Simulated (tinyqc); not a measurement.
# Changing the overpotential eta

Model: bottom-up copper filling of a trench by curvature-enhanced accelerator coverage. Computed by tinyqc, a small Python program. Command: `OMP_NUM_THREADS=1 python tinyqc.py 3021318 3021319 out.jsonl superfill sweep`. One thread of a shared host (Intel(R) Xeon(R) Processor @ 2.30GHz), about 0.2 s of CPU time with the checks.

A rectangular trench keeps vertical walls and a flat floor. An accelerator floats on the surface; where area is lost in the corners it is passed on to the floor.

Inputs (values chosen for the exercise, close to those used for damascene copper plating):
```
quantity                                           value     unit
trench width w                                        72       nm
aspect ratio h/w                                     1.7        -
exchange current of the suppressed surface i_0     0.041  mA/cm^2
exchange current of the accelerated surface i_1     0.93  mA/cm^2
transfer coefficient alpha                          0.36        -
starting coverage theta_0                          0.016        -
adsorption rate k_a                                    0      1/s
cupric ion concentration C                          0.25    mol/l
diffusivity D                                    4.1e-06   cm^2/s
boundary layer delta                                  37       um
temperature T                                        298        K
```

Constants: e = 1.602176634e-19 C; N_A = 6.02214076e+23 1/mol; k_B = 8.617333262e-05 eV/K.

Method. Kinetic current i_k = [i_0 (1 - theta) + i_1 theta] exp(alpha eta/(k_B T)), limit i_L = 2 F D C/delta, i = 1/(1/i_k + 1/i_L); velocity v = i Omega/(2F), Omega = 7.11 cm^3/mol, F = e N_A. Depletion inside the trench is ignored. Half width x, floor height y, depth h = aspect ratio x w. dx/dt = -v_s, dy/dt = v_b. d theta_b/dt = k_a (1 - theta_b) + [theta_s v_b + theta_b v_s]/x: the floor takes the accelerator of the wall it covers and keeps its own as it narrows. d theta_s/dt = k_a (1 - theta_s). theta_b is capped at 1. Integrate (tolerance 1e-9) until the walls meet (x = 0.02 w/2) or the floor passes the original mouth y = h. Start: x = w/2, y = 0, theta_b = theta_s = theta_0. Height filled = y/h, opening left = x/(w/2).

One run for each value; columns: (1) overpotential eta (V); (2) ratio v(1)/v(theta_0); (3) share of the height filled from the floor; (4) opening left, as a share of w; (5) time at the end (s):
```
(1)       (2)      (3)   (4)     (5)
0.060  16.226  0.84329  0.02  749.48
0.098  15.822  0.83422  0.02  440.69
0.140  15.095  0.81772  0.02  245.38
0.170  14.327  0.79996  0.02  161.75
0.210  12.907  0.76609  0.02   93.09
0.250  11.033  0.71898  0.02   53.90
0.280   9.419  0.67547  0.02   36.01
0.320   7.226  0.61001  0.02   21.32
0.360   5.275  0.54205  0.02   12.94
```

Describe and explain the trends.

Over the rows, ratio v(1)/v(theta_0) falls from 16.2 to 5.27 (exponent d ln y / d ln x -0.051 between the first rows and -2.7 between the last); share of the height filled from the floor falls from 0.843 to 0.542 (exponent d ln y / d ln x -0.022 between the first rows and -1.0 between the last); opening left, as a share of w does not change. A high overpotential drives the accelerated surface towards the diffusion limit first, which lowers the contrast in speed.

Caution (all rows): real profiles develop slanted corners, and accelerator is consumed; both are left out.
